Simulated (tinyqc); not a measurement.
# Voltage drop against the pad pitch

A grid of 13 by 13 nodes with segments Rx (rows) and Ry (columns); every node draws I1 and the central node kh I1; pads with resistance Rp sit at the nodes whose row and column are multiples of the pitch, counting from 0. The drops u = Vdd - V follow from G u = i, with G the conductance matrix and i the load currents, solved directly.

Inputs (values chosen for the exercise): supply voltage Vdd = 0.7 V; resistance of a horizontal segment Rx = 0.29 ohm; resistance of a vertical segment Ry = 1.3 ohm; resistance from a pad node to the supply Rp = 0.072 ohm; factor on the load at the hot node kh = 1; load current of a node in the large grid I1 = 0.44 mA.

Voltage drop against the pad pitch:
```
pitch (nodes)	pads	worst drop (mV)	mean drop (mV)	largest drop at a pad (mV)	largest pad current (mA)	worst drop over Vdd (%)
1	169	0.031680	0.031680	0.031680	0.44000	0.0045257
2	49	0.47330	0.29455	0.12615	1.7521	0.067614
3	25	1.0576	0.76368	0.27814	3.8630	0.15108
4	16	2.0715	1.4458	0.46642	6.4781	0.29592
6	9	4.5184	3.4320	0.97407	13.529	0.64549
12	4	17.871	13.842	1.3385	18.590	2.5530
```

The worst drop goes from 0.0317 to 17.9 mV while the number of pads falls from 169 to 4; between the last two rows it goes as pitch^(1.98). The largest drop at a pad is 100 % of the worst drop in the first row and 7.49 % in the last; the rest falls along the wires.

Program tinyqc, `OMP_NUM_THREADS=1 python tinyqc.py 2770228 2770229 out.jsonl`; Intel Xeon 2.30GHz, shared host, one thread, about 0.08 s.
